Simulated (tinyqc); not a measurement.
Worked calculation: Slater-Koster d bands of an fcc metal. Values are carried at full precision from step to step, so a last printed digit may differ when a step is redone from the rounded ones.

Slater-Koster d bands. For a bond with direction cosines (l, m, n) the 5 x 5 block is dds Ps + ddp Pp + ddd (1 - Ps - Pp), the projectors on sigma, pi and delta states about the bond; for instance <xy|xy> = 3 l^2 m^2 dds + (l^2 + m^2 - 4 l^2 m^2) ddp + (n^2 + l^2 m^2) ddd, <xy|yz> = 3 l m^2 n dds + l n (1 - 4 m^2) ddp + l n (m^2 - 1) ddd and <3z2-r2|3z2-r2> = (n^2 - (l^2 + m^2)/2)^2 dds + 3 n^2 (l^2 + m^2) ddp + (3/4)(l^2 + m^2)^2 ddd. H(k) sums the blocks times cos(k.R) over the neighbours; the d level is the zero of energy; k in 2 pi/a.

Inputs chosen for the exercise (of the size met in Ni; not measured data): dds = -0.427 eV (dd sigma); ddp = 0.26 eV (dd pi); ddd = -0.064 eV (dd delta); Es = 6.8 eV (s level); sss = -0.84 eV (ss sigma); sds = -0.34 eV (sd sigma); k = (0.08, 0.41, 0) 2 pi/a (wave vector); Nd = 8 (d electrons per atom).

## The block of one bond

Direction (1,1,0)/sqrt2; its eigenvalues must be dds once, ddp twice and ddd twice.

block (eV), lower triangle:
```
,xy,yz,zx,x2-y2,3z2-r2
xy,-0.3362
yz,0,0.0980
zx,0,0.1620,0.0980
x2-y2,0,0,0,0.2600
3z2-r2,0.1572,0,0,0,-0.1547
```

## Levels at Gamma

Neighbours: twelve at (a/2)(1,1,0) and equivalents.

Summing the blocks at k = 0 gives E(t2g) = 3 dds + 4 ddp + 5 ddd, E(eg) = 1.5 dds + 6 ddp + 4.5 ddd.

levels (eV): t2g (threefold) -0.5610, eg (twofold) 0.6315

The t2g level lies lower, by 1.1925 eV.

## The Hamiltonian at one k

An s orbital at Es couples to nearest neighbours alone: <s|s> = sss, <s|xy> = sqrt3 l m sds (cyclic), <s|x2-y2> = (sqrt3/2)(l^2 - m^2) sds, <s|3z2-r2> = (n^2 - (l^2 + m^2)/2) sds.

Sum over the neighbours.

H(k) (eV), lower triangle:
```
,s,xy,yz,zx,x2-y2,3z2-r2
s,1.7002
xy,0.2813,0.1256
yz,0,0,0.1104
zx,0,0,-0.1548,-1.0875
x2-y2,-0.4061,0,0,0,0.0262
3z2-r2,-0.2404,-0.1502,0,0,-0.4954,0.6128
```

## Levels and character

Diagonalise H; t2g is xy, yz, zx and eg the other two.

levels (eV): -1.1071  -0.3643  0.0576  0.1300  0.9137  1.8578

weights:
```
,band 1,band 2,band 3,band 4,band 5,band 6
s,0.000,0.048,0.026,0.000,0.003,0.922
t2g,1.000,0.001,0.951,1.000,0.021,0.028
eg,0.000,0.951,0.023,0.000,0.977,0.049
```

## Levels at points of symmetry

Coordinates: G (0, 0, 0), X (1, 0, 0), W (1, 0.5, 0), L (0.5, 0.5, 0.5), K (0.75, 0.75, 0); the others lie half way.

Levels (eV):
```
k,band 1,band 2,band 3,band 4,band 5,band 6
G,-3.280,-0.561,-0.561,-0.561,0.631,0.631
G-X 0.5,-1.345,-0.730,0.392,0.392,1.040,3.551
X,-2.129,-2.021,1.345,1.345,1.448,10.312
W,-1.040,-0.392,-0.392,0.571,1.345,10.208
L,-1.781,-0.511,-0.511,1.159,1.159,7.285
L-G 0.5,-1.272,-0.229,-0.229,0.588,0.588,2.103
K,-1.611,-0.898,0.546,0.809,1.194,9.961
```

On these points the bands run from -3.280 (G) to 10.312 eV (X).

## Second moment and the rectangular band

mu2 = z (dds^2 + 2 ddp^2 + 2 ddd^2)/5 per orbital, with z = 12. A rectangular band with the same mu2 has width W = sqrt(12 mu2), Fermi level W (Nd/10 - 1/2) and bond energy -W Nd (10 - Nd)/20 (Friedel).

mu2 = 0.7817 eV^2
W = 3.0628 eV
Fermi level = 0.9188 eV
bond energy per atom = -2.4502 eV

The bond energy is the attractive part alone; the repulsion between atoms, left out, cancels a large share of it in the cohesive energy.

## Checks

- Levels at Gamma from the formulas against H(0): they agree to 1e-10 or better.
- Second moment from the formula against the mean square level on the mesh: both 0.781730.

(tinyqc, `OMP_NUM_THREADS=1 python tinyqc.py 1481538 1481539 out.jsonl`, Intel(R) Xeon(R) Processor @ 2.30GHz, 1 thread, shared host, about 0.03 s.)
